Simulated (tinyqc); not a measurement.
Inside a calculation. Model: on-chip power grid, static voltage drop by conjugate gradients.

Program tinyqc, `OMP_NUM_THREADS=1 python tinyqc.py 2770146 2770147 out.jsonl`; Intel Xeon 2.30GHz, shared host, one thread, about 0.07 s. Printed values are rounded.

A grid of 3 rows and 4 columns, node k = 4 row + column. Neighbours in a row are joined by Rx, in a column by Ry; pad nodes, which reach the supply through Rp: 0, 8. Each node draws I0, node 10 draws kh I0. The drops u = Vdd - V solve G u = i, with G the conductance matrix (1/Rp added on the diagonal at pad nodes).

Parameters, values chosen for the exercise: supply voltage Vdd = 0.8 V; resistance of a horizontal segment Rx = 0.27 ohm; resistance of a vertical segment Ry = 1.7 ohm; resistance from a pad node to the supply Rp = 0.069 ohm; load current of an ordinary node I0 = 4.5 mA; factor on the load at the hot node kh = 3.

## Diagonal of G, loads and first direction

G_kk = sum of the conductances at node k. Start u = 0, so the residual is r = i; z = r/G_kk (Jacobi preconditioner), p = z.

G_kk (S):
```
          col 0     col 1     col 2     col 3
row 0  18.78469  7.995643  7.995643  4.291939
row 1  4.880174  8.583878  8.583878  4.880174
row 2  18.78469  7.995643  7.995643  4.291939
```

r at the start (mA):
```
       col 0  col 1  col 2  col 3
row 0    4.5    4.5    4.5    4.5
row 1    4.5    4.5    4.5    4.5
row 2    4.5    4.5   13.5    4.5
```

p at the start (mV):
```
           col 0      col 1      col 2      col 3
row 0  0.2395568  0.5628065  0.5628065   1.048477
row 1  0.9220982  0.5242386  0.5242386  0.9220982
row 2  0.2395568  0.5628065   1.688420   1.048477
```

## Iteration 1: conjugate-gradient step

u at the start (mV):
```
       col 0  col 1  col 2  col 3
row 0      0      0      0      0
row 1      0      0      0      0
row 2      0      0      0      0
```

q = G p; with z = r/G_kk: a = (r.z)/(p.q); u(new) = u + a p; r(new) = r - a q; b = (r.z)(new)/(r.z); p(new) = z(new) + b p.

q (mA):
```
          col 0      col 1      col 2      col 3
row 0  1.873121   1.219908  -1.776093   1.873121
row 1  2.276544  -1.518928  -2.181054   1.324873
row 2  1.873121  -2.949029   7.223907  -2.295817
```

a = 4.560731

u after iteration 1 (mV):
```
          col 0     col 1     col 2     col 3
row 0  1.092554  2.566809  2.566809  4.781822
row 1  4.205441  2.390911  2.390911  4.205441
row 2  1.092554  2.566809  7.700427  4.781822
```

r after iteration 1 (mA):
```
          col 0     col 1      col 2     col 3
row 0  -4.04280  -1.06367   12.60028  -4.04280
row 1  -5.88270  11.42742   14.44720  -1.54239
row 2  -4.04280  17.94973  -19.44629  14.97060
```

b = 3.862915

p after iteration 1 (mV):
```
          col 0     col 1     col 2     col 3
row 0  0.710170  2.041042  3.749967  3.108227
row 1  2.356558  3.356355  3.708151  3.245935
row 2  0.710170  4.419012  4.090110  7.538252
```

## Iteration 2: conjugate-gradient step

As before.

q (mA):
```
          col 0     col 1      col 2     col 3
row 0   4.39469  -2.17391    8.73077  -2.45782
row 1  -1.76602   2.54862    2.76558  -4.15580
row 2  -4.41260  15.57970  -13.76437  15.29579
```

a = 1.419628

u after iteration 2 (mV):
```
         col 0    col 1     col 2     col 3
row 0  2.10073  5.46433   7.89037   9.19435
row 1  7.55088  7.15569   7.65511   8.81346
row 2  2.10073  8.84016  13.50686  15.48334
```

r after iteration 2 (mA):
```
           col 0     col 1     col 2     col 3
row 0  -10.28163   2.02247   0.20584  -0.55360
row 1   -3.37561   7.80933  10.52110   4.35730
row 2    2.22146  -4.16766   0.09399  -6.74373
```

b = 0.2140302

p after iteration 2 (mV):
```
           col 0     col 1     col 2     col 3
row 0  -0.395343  0.689791  0.828350  0.536267
row 1  -0.187324  1.628128  2.019338  1.587585
row 2   0.270257  0.424561  0.887163  0.042159
```

## Course of the conjugate-gradient iteration

Stop when |r| is below 1e-9 mA.

Course of the iteration:
```
iteration  largest u (mV)  |r| (mA)
1                7.700427      38.9
2                15.48334      19.5
3                15.54677      13.1
4                15.32062      10.2
5                15.32768      4.35
6                15.24409      2.18
7                15.03756      1.16
8                14.89933     0.852
9                14.88130     0.601
10               14.90212    0.0750
11               14.89969    0.0113
12               14.89997   < 1e-11
```

Converged in 12 iterations for 12 unknowns; in exact arithmetic the method needs at most 12. The condition number of the scaled matrix is 28.7. Gauss-Seidel sweeps in node order need 172 to reach the same residual.

## Worst drop, pad currents and power lost

converged u (mV):
```
          col 0     col 1     col 2     col 3
row 0   2.01815   7.32079  10.63374  12.23245
row 1  10.70379  12.19842  13.77713  14.64838
row 2   2.32885   8.89659  13.72492  14.89997
```

Pad current u/Rp; worst drop as a share of Vdd; power lost in the grid and pads sum_k i_k u_k; power delivered sum_k i_k (Vdd - u_k).

worst drop = 14.89997 mV
share of Vdd = 1.862496 %
pad currents (mA): node 0 29.24859, node 8 33.75141
power lost = 0.6787486 mW
power delivered = 49.72125 mW

The pad currents add up to the total load, 63.00 mA. The worst drop is at node 11, not at the hot node.
